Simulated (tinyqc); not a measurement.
The basis set: RHF and MP2 along a ladder of basis sets, for H2, spin multiplicity 1. Computed by the program tinyqc with PySCF. 

Geometry (angstrom):
```
atom       x       y       z
H     0.0000  0.0000  0.0000
H     0.0000  0.0000  0.6920
```

Same geometry throughout; the dipole is taken about the origin.

RHF and frozen-core MP2 in a ladder of bases:
```
basis        functions  E(RHF) (hartree)  E(MP2 corr) (hartree)  HOMO (eV)  LUMO (eV)  dipole (debye)
sto-3g               2         -1.117070              -0.012059   -16.2977    19.6790          0.0000
3-21g                4         -1.121475              -0.016868   -16.5412     7.5684          0.0000
6-31g                4         -1.125676              -0.016859   -16.6214     6.8346          0.0000
6-31g**             10         -1.130019              -0.026254   -16.6033     6.8514          0.0000
cc-pvdz             10         -1.126222              -0.025930   -16.5276     5.6181          0.0000
aug-cc-pvdz         18         -1.126313              -0.026828   -16.5394     1.6884          0.0000
cc-pvtz             28         -1.131577              -0.031513   -16.5975     4.7270          0.0000
```

From cc-pVDZ to cc-pVTZ the RHF energy falls by 5.4 mhartree and the correlation energy by 5.6. If valence correlation converges as X^-3, (27 E(T) - 8 E(D))/19 gives -0.0339 hartree, a rough estimate from such small X that usually falls short; STO-3G holds about 36 % of it. Beyond STO-3G the LUMO moves by 5.9 eV and the HOMO by 0.1 eV; diffuse functions lower the positive LUMO sharply, since an unbound virtual level tracks the most diffuse function.
